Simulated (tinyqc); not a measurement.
Grain-boundary trapping model (Seto) of a polycrystalline semiconductor film: one step, computed by the program tinyqc. Command: `OMP_NUM_THREADS=1 python tinyqc.py 3020106 3020107 out.jsonl poly walk`. One thread of a shared host (Intel(R) Xeon(R) Processor @ 2.30GHz), about 0.01 s of CPU time with the checks.

Grains of equal size L are joined by thin boundaries with one trap level. Trapped carriers deplete a width W on each side and raise a barrier, crossed by thermionic emission. Dopants are fully ionised, statistics are non-degenerate and mu_g does not depend on T.

Task: Barrier. N_c(T) = N_c (T/300 K)^(3/2). Filled traps Q = Q_t/(1 + (1/2) exp((E_t* - E_F)/k_B T)), where E_t* = e V_B - E_t and E_F are counted from the band edge at the grain centre. Partial depletion: Q = 2 N W, V_B = e N W^2/(2 eps eps_0), E_F = k_B T ln(N/N_c); solve for W. If that W would exceed L/2 the grain is fully depleted: W = L/2, Q = N L, and E_F follows from the trap equation. Centre density n_0 = N_c exp(E_F/k_B T).

Inputs (values chosen for the exercise, modelled on polycrystalline silicon):

| quantity | value | unit |
|---|---|---|
| permittivity eps | 11.7 | - |
| effective density of states at 300 K, N_c | 2.7e+19 | 1/cm^3 |
| grain size L | 36 | nm |
| trap density Q_t | 2.3e+12 | 1/cm^2 |
| trap level E_t below the band edge | 0.4 | eV |
| doping N | 1.1e+19 | 1/cm^3 |
| temperature T | 400 | K |

Grain interior: resistance included.

Constants: k_B = 8.617333262e-05 eV/K; e = 1.602176634e-19 C; eps_0 = 8.8541878128e-12 F/m.

Give: depletion width W; barrier V_B; E_F; centre density n_0.

Result:

depletion width W = 1.0454 nm

barrier V_B = 0.0092967 V

E_F = -0.045826 eV

centre density n_0 = 1.10e+19 1/cm^3

The grain is partly depleted; 100.0 % of the traps are filled, and they hold 5.8 % of the carriers. Caution: E_F is within 2 k_B T of the band edge, so non-degenerate statistics fail, and tunnelling through so thin a barrier adds to the current. Caution: e V_B is below 2 k_B T, where the depletion approximation fails and the mean density does not balance the trapped charge.
